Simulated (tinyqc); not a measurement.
Metal-interlayer-semiconductor contact, depinning against tunnelling resistance: one step of the calculation.

Zero bias, n-type semiconductor. Gap states at the semiconductor surface thin out as exp(-be ti), which unpins the barrier; electrons must then cross the interlayer (a rectangular barrier, no voltage drop across it) and the parabolic depleted layer, both by WKB. Energies E are counted from the Fermi level; no image force, parabolic bands.

Question. Pinning, barrier and scales. S = 1/(1 + (1/S0 - 1) exp(-be ti)); phiB = S (phiM - chi) + (1 - S)(Eg - E0); xi = Ec - EF deep inside, from Nd = Nc F(-xi/Vt), F(x) = (2/sqrt(pi)) int_0^infinity sqrt(u) du/(1 + exp(u - x)); band bending U = phiB - xi; E00 = (hbar/2) sqrt(Nd/(eps0 eps_r mt m0)) in volts; A = 4 pi q mA m0 kB^2/h^3.

Values chosen for this exercise; semiconductor values close to those of silicon; interlayer mass of the order of that in strontium titanate, offset chosen freely: temperature T = 300 K; band gap Eg = 1.13 eV; relative permittivity eps_r = 11.9; electron affinity chi = 3.98 eV; conduction-band density of states at T Nc = 2.8e19 cm^-3; tunnelling mass in the semiconductor mt = 0.191 m0; Richardson mass mA = 2.03 m0; donor density Nd = 8.1e19 cm^-3; charge-neutrality level above the valence band E0 = 0.35 eV; pinning factor without interlayer S0 = 0.27; metal work function phiM = 3.97 eV; interlayer thickness ti = 1.3 nm; decay constant of gap states through the interlayer be = 1.9 1/nm.

Constants: q = 1.602176634e-19 C, kB = 1.380649e-23 J/K, eps0 = 8.8541878128e-12 F/m, hbar = 1.054571817e-34 J s, h = 6.62607015e-34 J s, m0 = 9.1093837015e-31 kg, Vt = kB T/q. Results are converted to the units shown.

Give: S; phiB; xi; U; E00; A.

Answer.

S = 0.81387
phiB = 0.13704 eV
xi = -0.052916 eV
U = 0.18996 eV
E00 = 0.11084 eV
A = 243.95 A/(cm^2 K^2)

Numbers from tinyqc (`OMP_NUM_THREADS=1 python tinyqc.py 2270134 2270135 out.jsonl`; about 0.04 s on one thread of a shared Intel Xeon 2.30GHz).
